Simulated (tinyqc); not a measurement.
Ratio and sensitivities against delay: time-domain thermoreflectance: layered heat flow under a modulated pulse train, and what the signal ratio measures. Computed by tinyqc, a small Python program. Command: `OMP_NUM_THREADS=1 python tinyqc.py 3113325 3113326 out.jsonl tdtr walk`. One thread of a shared host (Intel(R) Xeon(R) Processor @ 2.30GHz), about 0.2 s of CPU time with the checks.

Pulses repeat at 80 MHz; heat is laid down at the surface, all layers are isotropic, and the film is in perfect contact with the substrate.

Inputs (values chosen for the exercise, modelled on aluminium on germanium):

| quantity | value | unit |
|---|---|---|
| metal thickness d | 120 | nm |
| metal conductivity | 170 | W/(m K) |
| metal heat capacity | 2.42 | MJ/(m^3 K) |
| boundary conductance G under the metal | 49 | MW/(m^2 K) |
| film thickness | 51 | nm |
| film conductivity | 1 | W/(m K) |
| film heat capacity | 2.1 | MJ/(m^3 K) |
| substrate conductivity kappa | 61.8 | W/(m K) |
| substrate heat capacity C | 1.73 | MJ/(m^3 K) |
| modulation frequency f | 12 | MHz |
| spot radius w (1/e^2, pump and probe) | 5.6 | micrometre |

Stack: metal, film, substrate.

Method:
- For radial wave number k and angular frequency W each layer has u = sqrt(4 pi^2 k^2 + i W C/kappa) and gamma = kappa u. Surface impedance from below: Z = 1/gamma for the substrate; a layer of thickness L maps Z to (Z + tanh(u L)/gamma)/(1 + gamma Z tanh(u L)); a boundary adds 1/G.
- Response per absorbed watt H(W) = 2 pi int_0^(2/w) Z(k, W) exp(-pi^2 k^2 w^2) k dk by 20 Gauss-Legendre points.
- Signal: X + iY = sum_(m = -M..M) H(2 pi (f + m f_r)) exp(i 2 pi m f_r t) exp(-pi (m/M)^2 x 4), f_r = 80 MHz, M = 4000, with H(-W) the complex conjugate of H(W); V_in = X, V_out = Y, ratio = -V_in/V_out.
- Sensitivity S = ln(ratio'/ratio)/ln(1.01) for a rise of one input by 1 %.

Ratio and sensitivities:

| t (ps) | ratio | S to kappa | S to G | S to d | S to C | S to w | S to film conductivity |
|---|---|---|---|---|---|---|---|
| 100 | 1.6488 | 0.029659 | 0.17611 | -0.53683 | 0.031911 | -0.25053 | 0.42984 |
| 200 | 1.5823 | 0.030378 | 0.16772 | -0.68216 | 0.032566 | -0.24975 | 0.42952 |
| 400 | 1.5102 | 0.031072 | 0.15568 | -0.66725 | 0.033174 | -0.24632 | 0.42495 |
| 800 | 1.3892 | 0.032413 | 0.14156 | -0.63951 | 0.034361 | -0.24036 | 0.41651 |
| 1500 | 1.2191 | 0.034858 | 0.12953 | -0.60795 | 0.036564 | -0.23267 | 0.40615 |
| 2500 | 1.0278 | 0.038763 | 0.12304 | -0.58645 | 0.040149 | -0.22694 | 0.39864 |
| 4000 | 0.8034 | 0.045997 | 0.12225 | -0.58912 | 0.046891 | -0.22901 | 0.40102 |

What does the comparison show, and why?

The largest sensitivity in size at 100 ps is to d (-0.54). The substrate conductivity is hardly felt at 400 ps.

Extremes, crossings and ranges named in words are read from the listed rows.
